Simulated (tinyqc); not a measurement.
Inside a calculation. Method: tight binding, honeycomb lattice. One step of it, computed by the program tinyqc.

Problem. Levels at k. Diagonalise the Hermitian matrix.

H(k) at k (eV):
```
                     A                    B
A             0.730000  -3.229524-0.155062i
B  -3.229524+0.155062i            -0.730000
```

Give: eigenvalues; weights |c|^2 of the basis functions.

Solution.

eigenvalues (eV): -3.3146  3.3146

weights |c|^2 of the basis functions:
```
   band 1  band 2
A  0.3899  0.6101
B  0.6101  0.3899
```
